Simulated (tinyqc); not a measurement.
Worked calculation: quasiparticle equation with a plasmon-pole self-energy for two band edges. Values are carried at full precision from step to step, so a last printed digit may differ when a step is redone from the rounded ones.

For each edge E = e + X + Sc(E), with the correlation part Sc(E) = A[0]/(E - a + w) + A[1]/(E - b - w); a and b are the valence and conduction energies that enter the Green function (a = ev, b = ec in the one-shot scheme). Z = 1/(1 - dSc/dE), dSc/dE = -A[0]/(E - a + w)^2 - A[1]/(E - b - w)^2.

Parameters, chosen for this exercise (scales of the order of those of diamond; shifted at random, so the results belong to these values and not to a real crystal): ev = 0 eV (mean-field valence top); ec = 4.06 eV (mean-field conduction edge); w = 26.4 eV (pole energy); Av = (135.6, 59) eV^2 (weights of the valence state on the hole and electron poles); Ac = (49.1, 127.8) eV^2 (the same for the conduction state); Xv = -4.3 eV (exchange minus the mean-field potential, valence); Xc = 3.99 eV (the same, conduction).

## Linearised one-shot correction

Evaluate Sc and its slope at the mean-field energy; E = e + Z (X + Sc).

Terms:

| edge | Sc (eV) | dSc/dE | Z | X + Sc (eV) | E (eV) |
|---|---|---|---|---|---|
| valence | 3.1994 | -0.2581 | 0.7948 | -1.1006 | -0.8748 |
| conduction | -3.2290 | -0.2363 | 0.8089 | 0.7610 | 4.6756 |

gap = 5.5504 eV
gap with Z = 1 = 5.9216 eV

The gap opens by 1.490 eV, 59 % of it by lowering the valence top. Setting Z = 1 would overshoot by 0.371 eV. X and Sc have opposite signs and are each larger than the sum they leave, so both must be converged well.

## Solving the equation for the conduction edge

Newton steps on f(E) = E - ec - Xc - Sc(E) from E = ec; the first step is the linearised result.

Iterates:

| step | E (eV) | Sc (eV) | f (eV) |
|---|---|---|---|
| 0 | 4.06000 | -3.22896 | -0.761041 |
| 1 | 4.67559 | -3.37646 | 0.002050 |
| 2 | 4.67394 | -3.37606 | 0.000000 |
| 3 | 4.67394 | -3.37606 | 0.000000 |

The linearisation errs by +1.6 meV, as the shift is only 0.023 of the pole energy.

## All solutions for the valence state

Multiplying out gives a cubic; give its three roots and their weights Z.

roots (eV): -31.555  -0.871  32.187

weights: 0.1635  0.7885  0.0480

The weights add up to 1. The satellite below lies 30.68 eV from the main peak, 16 % more than w: this scheme places plasmon satellites too far out, and gives one where a cumulant form gives a series.

## Updating the energies in the Green function

Solve both equations exactly, put the results in place of a and b, and repeat five times; w is kept.

Cycles (eV):

| cycle | Ev | Ec | gap |
|---|---|---|---|
| 1 | -0.8714 | 4.6739 | 5.5453 |
| 2 | -0.9824 | 4.7325 | 5.7150 |
| 3 | -0.9971 | 4.7369 | 5.7340 |
| 4 | -0.9992 | 4.7370 | 5.7362 |
| 5 | -0.9995 | 4.7370 | 5.7365 |

The update moves the gap by +191 meV from the one-shot value; each cycle shrinks the change to about 0.11 of the one before.

## Checks

- Sum of the weights of the three roots: both 1.000000.
- Newton result against the root by bisection (eV): both 4.67394.

tinyqc: `OMP_NUM_THREADS=1 python tinyqc.py 1850436 1850437 out.jsonl`; about 0.02 s, one thread, shared Intel(R) Xeon(R) Processor @ 2.30GHz.
